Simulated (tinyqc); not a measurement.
# From [HF2] back to K2 = [HF2]/([HF][F])

Model: speciation in dilute and buffered hydrofluoric acid, oxide etch rate and bath loading. Computed by tinyqc, a small Python program. Command: `OMP_NUM_THREADS=1 python tinyqc.py 3121061 3121062 out.jsonl hfetch inv`. One thread of a shared host (Intel(R) Xeon(R) Processor @ 2.30GHz), about 0.01 s of CPU time with the checks.

Concentrations stand for activities, NH4+ and Cl- are spectators, and water ionisation is neglected. H, F and HF2 denote the ions H+, F- and HF2-. The base temperature is 298 K.

Inputs (values chosen for the exercise, of the order of those for thermal oxide at room temperature):
```
quantity               value   unit
HF added               0.049  mol/L
NH4F added                 0  mol/L
HCl added              0.033  mol/L
K1 = [H][F]/[HF]    0.000654  mol/L
K3 = [H2F2]/[HF]^2         0  L/mol
```

Method. Fluoride balance: [HF] + [F] + 2 [HF2] + 2 [H2F2] = HF added + NH4F added. Acid balance: [H] + [HF] + [HF2] + 2 [H2F2] = HF added + HCl added. For a trial [H], [HF] = [H][F]/K1, and the fluoride balance is a quadratic in [F]. The root is refined to 1e-13 in pH = -log10 [H].

Problem. A run gave the result below. Find the K2 = [HF2]/([HF][F]), known to lie between 2.7 and 6.5 L/mol.

[HF2] = 0.0001871893 mol/L

Solution.

Each step takes the trial c = (a f_b - b f_a)/(f_b - f_a), f being the result less the target and a, b, c the logarithms of the listed values; c replaces end b, the old b replaces a if the sign of f changed, and otherwise f_a is halved.

Scan of the range:
```
K2 = [HF2]/([HF][F]) (L/mol)  [HF2] (mol/L)
2.70                            1.18746e-04
3.13                            1.37379e-04
3.62                            1.58521e-04
4.19                            1.82995e-04
4.85                            2.11171e-04
5.61                            2.43407e-04
6.50                            2.80874e-04
```

False position (Illinois rule, in the logarithm of the input) inside the bracket:
```
step    end a    end b    trial  [HF2] (mol/L)
1     4.19000  4.85000  4.28224    1.86943e-04
2     4.85000  4.28224  4.28767    1.87175e-04
3     4.85000  4.28767  4.28829    1.87202e-04
4     4.28767  4.28829  4.28800    1.87189e-04
5     4.28829  4.28800  4.28800    1.87189e-04
```

[HF2] rises at every point of a 13-point scan of the range (every second point is shown), so one value fits; it is bracketed by 4.19 and 4.85. Answer: K2 = [HF2]/([HF][F]) = 4.288 L/mol.
